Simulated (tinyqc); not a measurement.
Inside a calculation. Model: floating body of a partially depleted SOI transistor: body voltage and kink.

Program tinyqc, `OMP_NUM_THREADS=1 python tinyqc.py 2182146 2182147 out.jsonl`; Intel Xeon 2.30GHz, shared host, one thread, about 0.2 s. Printed values are rounded.

Source at 0 V. Channel current Ic = 2 nf K Vt^2 [F(0) - F(Vd)](1 + la Vd), F(V) = ln^2(1 + exp((Vg - VT - nf V)/(2 nf Vt))), VT = VT0 - gb Vb. Saturation voltage Vs = 2 Vt sqrt(F(0)) + 3 Vt, excess Ve = (Vd - Vs + sqrt((Vd - Vs)^2 + 0.0004 V^2))/2, multiplication M1 = Ai Ve exp(-Bl/Ve). Each junction passes D(v) = J1 (exp(v/Vt) - 1) + J2 (exp(v/(2 Vt)) - 1). Bipolar current Ib = bb J1 (exp(Vb/Vt) - 1). The body settles where M1 (Ic + Ib) = D(Vb) + D(Vb - Vd) + Vb/Rb; drain current Id = (1 + M1)(Ic + Ib) - D(Vb - Vd).

Inputs (values chosen for the exercise); values of the order met in partially depleted silicon-on-insulator transistors:
```
symbol    value         unit                                                                                            meaning
T           358            K                                                                                        temperature
VT0        0.32            V                                                                     threshold at zero body voltage
gb         0.23                                                                  fall of the threshold per volt of body voltage
nf         1.42                                                                                                    slope factor
K           120  uA/(V^2 um)                                                                              gain factor per width
la         0.05          1/V                                                                   channel-length modulation factor
Ai         3.05          1/V                                                                        impact-ionisation prefactor
Bl          5.5            V                                                                          impact-ionisation voltage
J1      9.5e-12        uA/um                                                      diffusion saturation current of each junction
J2       3.8e-7        uA/um                                                  recombination saturation current of each junction
bb            1                                                 gain of the lateral bipolar transistor on the diffusion current
Rb          2e5      kohm um  resistance of a weak body tie to the source (1e9 stands for no tie, and the term is then dropped)
Vg         0.54            V                                                                                       gate voltage
Vd          1.6            V                                                                                      drain voltage
```

Constants: q = 1.602176634e-19 C, kB = 1.380649e-23 J/K, Vt = kB T/q. Results are converted to the units shown.

Range of the model: The multiplication law is an empirical form chosen for the exercise; self-heating and capacitive coupling to the body are left out, and the linear laws are rough once Vb passes about 0.7 V or M1 about 0.1.

## Starting value

Vb = 0.8 V.

Vb at the start = 0.8 V

## Iteration 1: new Vb

Current into the body I_in = M1 (Ic + Ib) - D(Vb - Vd), current out I_out = D(Vb) + Vb/Rb; f = ln(I_in/I_out), s = df/dVb by central differences over 1e-5 V, Vb(new) = Vb - f/s.

Ic = 7.48016 uA/um
Ve = 1.22241 V
M1 = 0.0414477
I_in = 0.382030 uA/um
I_out = 1.90348 uA/um
f = -1.60594
s = -24.6657 1/V
Vb after iteration 1 = 0.734892 V

## Iteration 2: new Vb

As before.

Ic = 6.94276 uA/um
Ve = 1.23285 V
M1 = 0.0434235
I_in = 0.310620 uA/um
I_out = 0.270726 uA/um
f = 0.137460
s = -27.2311 1/V
Vb after iteration 2 = 0.739940 V

## Iteration 3: new Vb

As before.

Ic = 6.98368 uA/um
Ve = 1.23204 V
M1 = 0.0432683
I_in = 0.312898 uA/um
I_out = 0.312994 uA/um
f = -3.04370e-4
s = -27.3454 1/V
Vb after iteration 3 = 0.739928 V

## Course of the iteration

Stop when the step is below 1e-10 V, or after 40 iterations.

Course of the iteration:
```
iteration  Vb before the step (V)   step (V)
1                             0.8    -0.0651
2                        0.734892    5.05e-3
3                        0.739940   -1.11e-5
4                        0.739928  -4.26e-11
```

Converged in 4 iterations.

## Drain current with floating and with grounded body

converged Vb = 0.739928 V

Id and VT at the converged Vb, Id at Vb = 0, their ratio, and the bipolar share Ib/(Ic + Ib).

VT = 0.149816 V
Id, floating = 7.54430 uA/um
Id, grounded = 2.51120 uA/um
ratio = 3.00426
bipolar share = 3.42698 %

The body rises to 0.740 V and lowers the threshold by 170 mV.
